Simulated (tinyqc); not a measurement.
Gap and superfluid density against temperature: BCS gap equation with a constant attraction inside the Debye window. Computed by tinyqc, a small Python program. Command: `OMP_NUM_THREADS=1 python tinyqc.py 3017794 3017795 out.jsonl bcs walk`. One thread of a shared host (Intel(R) Xeon(R) Processor @ 2.30GHz), about 0.01 s of CPU time with the checks.

Pairs attract with strength V for |xi| < k_B Theta; N(0) is the density of states for one spin. Energies are given as temperatures (E/k_B, in K) unless marked.

Inputs (values chosen for the exercise, for a model metal): coupling N(0)V = 0.357; Debye temperature Theta = 451 K.

Solver: secant.

Constants: k_B = 8.617333262e-05 eV/K.

Method:
- At T = 0 the gap equation 1/(N(0)V) = int_0^Theta d xi/sqrt(xi^2 + Delta^2) has the integral arcsinh(Theta/Delta), so Delta_0 = Theta/sinh(1/(N(0)V)); weak coupling gives 2 Theta exp(-1/(N(0)V)).
- Gap equation: 1/(N(0)V) = I(Delta, T) = int_0^Theta tanh(E/2T)/E d xi, E = sqrt(xi^2 + Delta^2); 64 Gauss-Legendre points in y with xi = max(Delta, T) sinh(y).
- T_c solves I(0, T_c) = 1/(N(0)V); the weak-coupling form is T_c = (2 e^C/pi) Theta exp(-1/(N(0)V)) with Euler's C = 0.5772157, and 2 Delta_0/T_c then tends to 2 pi e^-C = 3.528.
- Interpolation tanh(1.74 sqrt(T_c/T - 1)); near T_c, 1.74 sqrt(1 - T/T_c). Clean-limit superfluid fraction 1 - (1/2T) int_0^(40 T) cosh^-2(E/2T) d xi (64 points); two-fluid rule 1 - (T/T_c)^4.

T_c = 31.0618 K

Delta_0 = 54.9922 K

Reduced quantities:
```
T/T_c  Delta/Delta_0  tanh form  square-root form  superfluid fraction  two-fluid rule
0.10         1.00000    0.99994            1.6507              1.00000         0.99990
0.20         0.99988    0.99810            1.5563              0.99889         0.99840
0.30         0.99717    0.99022            1.4558              0.98213         0.99190
0.40         0.98520    0.97221            1.3478              0.92899         0.97440
0.50         0.95723    0.94023            1.2304              0.83593         0.93750
0.60         0.90755    0.88975            1.1005              0.70925         0.87040
0.70         0.82951    0.81411            0.9530              0.55662         0.75990
0.80         0.71190    0.70137            0.7782              0.38448         0.59040
0.90         0.52715    0.52267            0.5502              0.19772         0.34390
0.95         0.38097    0.37925            0.3891              0.10005         0.18549
0.98         0.24403    0.24358            0.2461              0.04028         0.07763
```

The tanh form misses the gap by at most about 0.018 (at T/T_c = 0.6); the square-root form is within 3 % only from T/T_c = 0.95. The gap keeps 99 % of Delta_0 up to T/T_c = 0.3, since quasiparticles are exponentially few. The two-fluid rule exceeds the BCS superfluid fraction most, by 0.21, at T/T_c = 0.8. Caution: at this coupling retardation and damping of the phonon exchange (Eliashberg theory) matter.
